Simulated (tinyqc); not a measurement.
Inverter chain driving a load.

N inverters, each f = Hc^(1/N) times larger than the one before: delay tau N (f + pp). Switched capacitance in units of the first input, with output capacitance pp times the input: Hc + (1 + pp)(Hc - 1)/(f - 1).

Parameters, values chosen for the exercise: load over the input capacitance of the chain Hc = 310; parasitic delay of an inverter pp = 1; delay unit tau = 7.2 ps.

Inverter chain driving a load:

| N | f | delay (ps) | switched capacitance |
|---|---|---|---|
| 1 | 310.0 | 2239 | 312.0 |
| 2 | 17.61 | 267.9 | 347.2 |
| 3 | 6.768 | 167.8 | 417.1 |
| 4 | 4.196 | 149.6 | 503.4 |
| 5 | 3.150 | 149.4 | 597.5 |
| 6 | 2.602 | 155.6 | 695.9 |
| 7 | 2.269 | 164.8 | 796.8 |
| 8 | 2.048 | 175.6 | 899.5 |

Read the table: what changes, and by how much?

The delay goes from 2240 through a minimum of 149 (at N = 5 among the rows listed) to 176 ps. The best stage effort solves pp + rho (1 - ln rho) = 0, rho = 3.59, which gives N = ln Hc/ln rho = 4.49. One stage fewer than the best costs 0.17 % in delay and saves 16 % of the switched capacitance.

Computed by the program tinyqc: `OMP_NUM_THREADS=1 python tinyqc.py 2082052 2082053 out.jsonl`, one thread of a shared Intel Xeon 2.30GHz, about 0.01 s for the whole run.
